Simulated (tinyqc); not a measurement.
# Length offset and series resistance from crossing lines

Inverse problem. R_total = Rs + k (L - dL)/Vo with constant Rs, dL and k. Find k, dL and Rs.

R_total at (L, Vo) = (50, 0.38), (100, 0.38), (50, 0.91) and (100, 0.91), L in nm and Vo in V (ohm um): 345.65789  516.71053  255  326.42857

Answer. At each overdrive R is a straight line in L with slope k/Vo; the two lines cross at L = dL, R = Rs.

k = 1.30 ohm um V/nm
dL = 4.50 nm
Rs = 190 ohm um

tinyqc, about 0.03 s, one thread, Intel Xeon 2.30GHz (shared host): `OMP_NUM_THREADS=1 python tinyqc.py 2282199 2282200 out.jsonl`
